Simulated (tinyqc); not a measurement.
Conduction-band anticrossing with a localised impurity level: sweeps and comparisons. A value that a table varies takes the place of the one given here.

Host conduction band EM(k) = Eg - al x + c k^2/mM, c = hbar^2/2m0, coupled to a flat level EI by V = C sqrt(x): H = [[EM, V], [V, EI]], E+/- = (EM + EI)/2 +/- sqrt((EM - EI)^2/4 + V^2). The host weight of a state at E is f = 1/(1 + V^2/(E - EI)^2), and its mass at k = 0 is mM/f. The gap is E-(0), the valence top staying at 0.

Constants: hbar^2/2m0 = 3.80998211 eV angstrom^2.

Parameters, chosen for this exercise (host near InP; the results hold for these values, not for the real material): Eg = 1.409 eV (gap at Gamma to the s-like level); mM = 0.0792 m0 (mass of the host band); EI = 1.608 eV (impurity level, from the valence top of the host); C = 3.01 eV (coupling); al = 1.7 eV (linear shift of the host edge); x = 0.013 (impurity fraction); aM = 88 meV/GPa (pressure coefficient of the host edge); aI = 28 meV/GPa (pressure coefficient of the level).

## Impurity fraction

The last column is the bowing that a quadratic law would need at that x, (Eg - gap)/(x (1 - x)), with equal end gaps.

Results:

| x (%) | E- (eV) | E+ (eV) | gap (eV) | host weight of E- | mass of E- | bowing (eV) |
|---|---|---|---|---|---|---|
| 0.1 | 1.3693 | 1.6460 | 1.3693 | 0.863 | 0.0918 | 39.7 |
| 0.2 | 1.3384 | 1.6752 | 1.3384 | 0.800 | 0.0989 | 35.4 |
| 0.5 | 1.2675 | 1.7410 | 1.2675 | 0.719 | 0.1101 | 28.4 |
| 1.0 | 1.1802 | 1.8198 | 1.1802 | 0.669 | 0.1184 | 23.1 |
| 2.0 | 1.0502 | 1.9328 | 1.0502 | 0.632 | 0.1253 | 18.3 |
| 3.0 | 0.9469 | 2.0191 | 0.9469 | 0.617 | 0.1285 | 15.9 |
| 5.0 | 0.7781 | 2.1539 | 0.7781 | 0.603 | 0.1313 | 13.3 |
| 8.0 | 0.5728 | 2.3082 | 0.5728 | 0.597 | 0.1328 | 11.4 |

What can be read from the table?

The apparent bowing falls from 39.7 to 11.4 eV, so no single constant describes the gap: the part from the coupling goes as x while V is small against |EM - EI| and as sqrt(x) beyond (V = |Eg - EI| near x = 0.44 %), with the linear term al x on top; the fall of the gap goes as the power 0.83 of x between the first two rows and 0.60 between the last two. The mass of E- goes from 0.0918 to 0.1328, higher although the gap falls, against the usual k.p trend; with al = 0 the weight tends to 1/2 at large x.

## Pressure

Eg and EI move linearly with pressure; V is kept. The slope of E- is f aM + (1 - f) aI.

Results:

| P (GPa) | EM (eV) | EI (eV) | E- (eV) | E+ (eV) | host weight of E- | slope of E- (meV/GPa) |
|---|---|---|---|---|---|---|
| 0 | 1.3869 | 1.6080 | 1.1369 | 1.8580 | 0.653 | 67.2 |
| 1 | 1.4749 | 1.6360 | 1.2029 | 1.9080 | 0.614 | 64.9 |
| 2 | 1.5629 | 1.6640 | 1.2666 | 1.9603 | 0.573 | 62.4 |
| 3 | 1.6509 | 1.6920 | 1.3276 | 2.0153 | 0.530 | 59.8 |
| 4 | 1.7389 | 1.7200 | 1.3861 | 2.0728 | 0.486 | 57.2 |
| 5 | 1.8269 | 1.7480 | 1.4420 | 2.1329 | 0.443 | 54.6 |
| 6 | 1.9149 | 1.7760 | 1.4953 | 2.1956 | 0.401 | 52.0 |
| 7 | 2.0029 | 1.8040 | 1.5461 | 2.2608 | 0.361 | 49.7 |
| 8 | 2.0909 | 1.8320 | 1.5947 | 2.3282 | 0.324 | 47.4 |

What does this show, and why?

The unmixed levels cross at 3.69 GPa, where E+ - E- has its minimum 2V = 0.686 eV and the weights are 1/2. The slope of E- falls from 67 to 47 meV/GPa, between the limits aM = 88 and aI = 28, as the state turns impurity-like. The X valleys, which pass below the Gamma edge of the host at high pressure, are left out.

## What each parameter does

At k = 0. Each row changes one parameter from the base and keeps the others.

Results:

| case | E- (eV) | E+ (eV) | gap (eV) | mass (m0) |
|---|---|---|---|---|
| base | 1.1369 | 1.8580 | 1.1369 | 0.1212 |
| EI = 1.558 eV | 1.1188 | 1.8261 | 1.1188 | 0.1275 |
| al = 2.2 eV | 1.1326 | 1.8558 | 1.1326 | 0.1205 |
| Eg = 1.459 eV | 1.1688 | 1.8761 | 1.1688 | 0.1275 |
| C = 3.4615 eV | 1.0876 | 1.9073 | 1.0876 | 0.1248 |
| x = 0.01495 | 1.1110 | 1.8806 | 1.1110 | 0.1226 |
| mM = 0.09108 m0 | 1.1369 | 1.8580 | 1.1369 | 0.1394 |

How do the results move?

The largest shifts from the base row, up to three for each result and ties (the steps differ in size, so this ranks the rows, not the parameters). E- (eV): C -0.0493, Eg +0.0319, x -0.0259; unchanged at the printed digits by mM. E+ (eV): C +0.0493, EI -0.0319, x +0.0225; unchanged at the printed digits by mM. gap (eV): C -0.0493, Eg +0.0319, x -0.0259; unchanged at the printed digits by mM. mass (m0): mM +0.0182, EI +0.0063, Eg +0.0063.

Program tinyqc; command `OMP_NUM_THREADS=1 python tinyqc.py 1051229 1051230 out.jsonl`; about 0.01 s on one thread of a shared Intel(R) Xeon(R) Processor @ 2.30GHz.
